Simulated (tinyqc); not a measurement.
Hubbard chain of 2 sites, step by step. Computed by tinyqc, a small Python program that keeps every step. Settings: hopping = 0.97, U = 8.4, mixing = 0.2, iteration cap = 50. Command: `OMP_NUM_THREADS=1 python tinyqc.py 22314 22315 out.jsonl` (the two numbers bound the seeds that draw the settings). One thread of a shared host (Intel(R) Xeon(R) Processor @ 2.60GHz), about 0.2 s of CPU time with the checks. Later iterations appear only in the table of the cycle.

## Mean-field iteration 1

one-body matrix (hopping and site energies) (eV):
```
         1        2
1   0.0000  -0.9700
2  -0.9700   0.0000
```

U = 8.4000 eV

electrons, up and down: 1  1

mixing = 0.2000

n(up) at the start (a guess, not normalised): 1 0.5000, 2 0.5000

n(down) at the start (a guess): 1 0.5000, 2 0.5000

H(up) = T + U n(down), H(down) = T + U n(up); fill the lowest levels; n(new) = n + mixing (n(out) - n); E = tr T (rho up + rho down) + U sum n_up n_down of the output.

levels, up (eV): 3.2300  5.1700

levels, down (eV): 3.2300  5.1700

energy = 2.2600 eV

n(up) after iteration 1: 1 0.5000, 2 0.5000

n(down) after iteration 1: 1 0.5000, 2 0.5000

## Convergence

Each step fills the lowest levels of T + U n(other spin) and sets n(new) = n + mixing (n(out) - n); stop when output and input agree to 1e-8.

Course of the cycle:
```
iteration    E (eV)  largest |n(out) - n(in)|  mean |n_up - n_down|
1          2.260000                  1.11e-16                0.0000
```

local moments n_up - n_down: 1 0.0000, 2 0.0000

Converged in 1 iterations. But random starts reach -0.22402 eV, so this is another stationary point, not the lowest one. Reruns (cap 100 unless said): mixing 0.5: converged in 1 to a higher stationary point (E = 2.26000); mixing 0.9: converged in 1 to a higher stationary point (E = 2.26000). Before convergence this energy mixes input and output and is not variational, so it may rise towards its limit.

## The many-body Hamiltonian

Basis: all placements (u, d, 2, 0 on each site), up operators ordered before down ones; hops carry the sign of the same-spin electrons passed.

H (eV):
```
         20       ud       du       02
20   8.4000  -0.9700  -0.9700   0.0000
ud  -0.9700   0.0000   0.0000  -0.9700
du  -0.9700   0.0000   0.0000  -0.9700
02   0.0000  -0.9700  -0.9700   8.4000
```

## Exact diagonalisation (4 states)

Lowest levels of the sector, and the double occupancy of the lowest state.

lowest levels (eV): -0.4264  0.0000  8.4000  8.8264

double occupancy per site = 0.0230

The mean-field solution above lies 2.6864 eV above the exact energy.
